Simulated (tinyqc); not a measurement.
# Carrier lifetime of an n-type layer with SRH, radiative, Auger and surface recombination: what changes with what

Uniform excess density dn = dp (no trapping), n = n0 + dn, p = p0 + dn, Boltzmann statistics, full ionisation. Surfaces enter as a rate 2 S dn/d, which holds while diffusion to them is fast.

Parameters, values chosen for the exercise; band and dielectric values close to those of silicon: temperature T = 250 K; band gap Eg = 1.13 eV; conduction-band density of states at T Nc = 2.16e19 cm^-3; valence-band density of states at T Nv = 1.98e19 cm^-3; radiative coefficient B = 4.7e-15 cm^3/s; donor density N = 7.8e16 cm^-3; Auger coefficient (two electrons) Cn = 3.7e-31 cm^6/s; Auger coefficient (two holes) Cp = 1.7e-31 cm^6/s; trap density Nt = 4.3e12 cm^-3; capture cross-section for electrons sn = 6e-15 cm^2; capture cross-section for holes sp = 2e-14 cm^2; thermal velocity (both carriers) vth = 1.7e7 cm/s; trap level below the conduction band Et = 0.52 eV; surface recombination velocity (both faces) S = 6000 cm/s; sample thickness d = 1 um.

Constants: q = 1.602176634e-19 C, kB = 1.380649e-23 J/K, Vt = kB T/q. Results are converted to the units shown.

Each table varies one quantity; the others keep the values above.

## Lifetime against injection

ni = sqrt(Nc Nv) exp(-Eg/(2 Vt)), Eg in volts; majority density N/2 + sqrt(N^2/4 + ni^2), n0 p0 = ni^2; n1 = Nc exp(-Et/Vt), p1 = Nv exp((Et - Eg)/Vt); tn0 = 1/(sn vth Nt), tp0 = 1/(sp vth Nt). With e = n p - ni^2 = dn (n0 + p0 + dn): U_SRH = e/(tp0 (n + n1) + tn0 (p + p1)), U_rad = B e, U_Aug = (Cn n + Cp p) e, U_s = 2 S dn/d. Each tau is dn over its rate; tau = dn/U with U the sum.

The same in every row: tau_s (s) = 8.3333e-9.

Lifetime against injection:
```
dn (cm^-3)  tau_SRH (s)  tau_rad (s)  tau_Aug (s)    tau (s)  radiative share (%)  largest path
1e11          6.8400e-7    0.0027278    4.4423e-4  8.2329e-9            3.0182e-4       surface
1e12          6.8402e-7    0.0027277    4.4422e-4  8.2329e-9            3.0182e-4       surface
1e13          6.8429e-7    0.0027274    4.4409e-4  8.2329e-9            3.0186e-4       surface
1e14          6.8691e-7    0.0027243    4.4283e-4  8.2333e-9            3.0222e-4       surface
1e15          7.1286e-7    0.0026932    4.3055e-4  8.2369e-9            3.0583e-4       surface
1e16          9.4308e-7    0.0024178    3.3169e-4  8.2601e-9            3.4164e-4       surface
1e17          1.9649e-6    0.0011953    6.7801e-5  8.2971e-9            6.9413e-4       surface
1e18          2.7990e-6    1.9737e-4    1.6307e-6  8.2661e-9            0.0041881       surface
1e19          2.9463e-6    2.1112e-5    1.8278e-8  5.7111e-9             0.027051       surface
```

Surface recombination leads at dn = 1e11 and in all other rows. The total lifetime goes from 8.23e-9 through a maximum of 8.30e-9 (at dn = 1e17 among the rows listed) to 5.71e-9 s. tau_SRH goes from 6.84e-7 s (low-injection limit 6.84e-7 s) to 2.95e-6 s (high-injection limit tn0 + tp0 = 2.96e-6 s). Between the last two rows tau_rad goes as dn^(-0.97) and tau_Aug as dn^(-1.95); the radiative share rises from 3.02e-4 to 0.0271 %. For dn = 1e19 the carriers are degenerate, where B and the Auger coefficients no longer stay constant.

## Effect of the donor density at dn = 1e13 cm^-3

Same model as above.

Here dn = 1e13 cm^-3.

The same in every row: tau_s (s) = 8.333e-9.

Results:
```
N (cm^-3)  tau_SRH (s)  tau_rad (s)  tau_Aug (s)   tau (s)  radiative share (%)  largest path
1e14          8.913e-7        1.934        214.4  8.256e-9             4.268e-7       surface
4e14          7.396e-7       0.5189        15.90  8.240e-9             1.588e-6       surface
2e15          6.953e-7       0.1059       0.6674  8.235e-9             7.779e-6       surface
9e15          6.865e-7      0.02361      0.03328  8.233e-9             3.487e-5       surface
4e16          6.846e-7     0.005318     0.001688  8.233e-9             1.548e-4       surface
2e17          6.841e-7     0.001064     6.756e-5  8.232e-9             7.738e-4       surface
3e18          6.840e-7     7.092e-5     3.003e-7  8.012e-9              0.01130       surface
```

Estimate the missing row, N = 7e17 cm^-3.

Computed row:
```
N (cm^-3)  tau_SRH (s)  tau_rad (s)  tau_Aug (s)   tau (s)  radiative share (%)  largest path
7e17          6.840e-7     3.039e-4     5.516e-6  8.221e-9             0.002705       surface
```

With this row back in the table: Surface recombination leads at N = 1e14 and in all other rows. tau_SRH falls from 8.91e-7 to 6.84e-7 s and the total lifetime falls from 8.26e-9 to 8.01e-9 s. Between the last two rows tau_rad goes as N^(-1.00) and tau_Aug as N^(-2.00).

Computed by the program tinyqc: `OMP_NUM_THREADS=1 python tinyqc.py 2300016 2300017 out.jsonl`, one thread of a shared Intel Xeon 2.30GHz, about 0.01 s for the whole run.
